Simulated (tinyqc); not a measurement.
Composition from the perpendicular lattice constant.

Inverse problem. The layer is x parts of the first compound and 1 - x of the second, grown coherently on the third as substrate and barrier. Rows of the table: lattice constant a, average valence level Ea on an absolute scale, spin-orbit splitting so, gaps at Gamma, X and L, hydrostatic deformation potentials av and ac (Gamma), shear potential b, elastic constants, electron and heavy-hole (along z) masses. All are interpolated linearly in x; gaps get -C x (1 - x), taken wholly in the conduction band; real line-ups can differ from this model by 0.1 eV or more. In-plane strain e = (a_substrate - a)/a, e_z = -2 (c12/c11) e, volume change 2 e + e_z. X-ray diffraction gives a_z = a (1 + e_z) of the coherent layer. Find x, e and the relaxed Gamma gap.

Values chosen for this exercise:
- CG = 0.65 eV (bowing of the Gamma gap)
- CX = 0.2 eV (bowing of the X gap)
- CL = 1.03 eV (bowing of the L gap)

Binary compounds, values chosen for the exercise:
```
	close to InP	close to GaP	close to GaAs
a (angstrom)	5.869	5.451	5.653
Ea (eV)	-7.04	-7.4	-6.92
so (eV)	0.111	0.0809	0.337
EG (eV)	1.33	2.74	1.44
EX (eV)	2.2	2.23	1.92
EL (eV)	1.91	2.59	1.72
av (eV)	1.27	1.71	1.17
ac (eV)	-5.04	-7.18	-7.09
b (eV)	-1.71	-1.81	-1.72
c11 (GPa)	102	141	120
c12 (GPa)	56.1	62.3	53.5
me (m0)	0.0799	0.13	0.0675
mh (m0)	0.524	0.331	0.351
```

lattice constant along the growth direction = 5.60122920 angstrom

Answer. a_z changes steadily with x, about (1 + 2 c12/c11) times as fast as the relaxed lattice constant, so one composition matches.

x = 0.4200
e = 0.4699 %
relaxed Gamma gap = 1.989 eV

Computed by the program tinyqc: `OMP_NUM_THREADS=1 python tinyqc.py 2690155 2690156 out.jsonl`, one thread of a shared Intel Xeon 2.30GHz, about 0.01 s for the whole run.
